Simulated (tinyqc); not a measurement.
# Polycrystalline film, grain-boundary barriers (Seto model): effect of the trap density at a boundary

One-dimensional grains of size Lg with donors N; each boundary has Qt acceptor-like traps per area at one level Et below the band edge. Trapped electrons qt deplete a width w = qt/N (both sides together) and raise a barrier Vb = q N w^2/(8 eps0 eps_r). Current crosses the barriers by thermionic emission at small bias. Abrupt depletion, full ionisation, Boltzmann statistics.

Partly depleted grains: the density at the grain centre is n0 = N and qt = Qt/(1 + 2 (Nc/N) exp((Vb - Et)/Vt)). If that gives qt >= N Lg, the grains are fully depleted: qt = N Lg, w = Lg and n0 = 2 Nc exp((Vb - Et)/Vt)/(Qt/(N Lg) - 1). Resistivity: barriers rb = Vt exp(Vb/Vt)/(q n0 vc Lg), grain interior rg = (1 - w/Lg)/(q mg N); effective mobility 1/(q N (rb + rg)).

Values chosen for this exercise; values close to those of polycrystalline silicon: temperature T = 250 K; relative permittivity of the semiconductor eps_r = 11.7; grain size Lg = 80 nm; donor density N = 1.3e18 cm^-3; mobility inside a grain mg = 160 cm^2/(V s); collection velocity at the barrier vc = 6.6e6 cm/s; conduction-band density of states at T Nc = 2.13e19 cm^-3; trap level below the band edge Et = 0.42 eV.

Constants: q = 1.602176634e-19 C, kB = 1.380649e-23 J/K, Vt = kB T/q, eps0 = 8.8541878128e-14 F/cm where lengths are in cm. Results are converted to the units shown.

The same in every row: n0 (cm^-3) = 1.300e18.

Result of one run:
```
w/Lg       Vb (V)  resistivity (ohm cm)
0.04135  0.002750               0.03099
```

Which trap density at a boundary Qt gave this result: 4.3e11, 6.4e11, 3e12, 4.4e12 or 6.5e12 cm^-2?

Qt = 4.3e11 cm^-2.

The whole series:
```
Qt (cm^-2)     w/Lg    Vb (V)  resistivity (ohm cm)
4.3e11      0.04135  0.002750               0.03099
6.4e11      0.06154  0.006091               0.03076
9.4e11      0.09038   0.01314               0.03090
1.4e12       0.1346   0.02915               0.03355
2e12         0.1923   0.05948               0.05522
3e12         0.2884    0.1338                0.9982
4.4e12       0.4101    0.2705                 555.4
6.5e12       0.4492    0.3246                  6852
```

As Qt goes from 4.3e11 to 6.5e12 cm^-2, the barrier rises from 0.00275 to 0.325 V and the resistivity goes from 0.0310 through a minimum of 0.0308 (at Qt = 6.4e11 cm^-2 among the rows listed) to 6850 ohm cm. The grains are fully depleted in 0 of the 8 rows. For Qt = 4.3e11 to 1.4e12 cm^-2 the barrier is under 2 Vt, where the depletion and emission pictures are rough.

Program tinyqc, `OMP_NUM_THREADS=1 python tinyqc.py 2610102 2610103 out.jsonl`; Intel Xeon 2.30GHz, shared host, one thread, about 0.01 s.
